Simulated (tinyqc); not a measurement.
Critical temperature from a phonon spectrum: McMillan, Allen-Dynes and the linearised Eliashberg equation: one step, computed by the program tinyqc. Command: `OMP_NUM_THREADS=1 python tinyqc.py 3020315 3020316 out.jsonl eliashberg walk`. One thread of a shared host (Intel(R) Xeon(R) Processor @ 2.30GHz), about 0.01 s of CPU time with the checks.

alpha^2 F(omega) = sum_i (lambda_i omega_i/2) delta(omega - omega_i), so that lambda = 2 int alpha^2 F/omega d omega = sum_i lambda_i.

Problem. The small kernel at the trial temperature. Linearised Eliashberg equation at omega_n = (2n + 1) pi k_B T, n = 0..N-1: lambda(j) = sum_i lambda_i omega_i^2/(omega_i^2 + (2 pi j k_B T)^2); K_mn = lambda(m - n) + lambda(m + n + 1) - 2 mu*(N) - delta_mn [2m + 1 + lambda(0) + 2 sum_(j=1..m) lambda(j)], with 1/mu*(N) = 1/mu* + ln(omega_rms/omega_N), omega_N = (2N + 1) pi k_B T. T_c is where the largest eigenvalue rho of K is zero.

Inputs (values chosen for the exercise, for a model metal): peak energy omega_1 = 17.2 meV; coupling lambda_1 = 0.889; Coulomb pseudopotential mu* = 0.1; trial temperature = 14.9 K; Matsubara points N in the small matrix = 4.

Peaks in alpha^2 F: one.

omega_rms = 17.2 meV

Constants: k_B = 8.617333262e-05 eV/K.

Give: lambda(j), j = 0, 1, ...; mu*(N); K.

Solution.

lambda(j), j = 0, 1, ...: [0.8890, 0.7287, 0.4729, 0.2983, 0.1967, 0.1368, 0.0997, 0.0755]

mu*(N) = 0.1081

K:
```
[[-0.49, 0.99, 0.56, 0.28],
 [0.99, -4.38, 0.71, 0.39],
 [0.56, 0.71, -7.48, 0.61],
 [0.28, 0.39, 0.61, -10.14]]
```
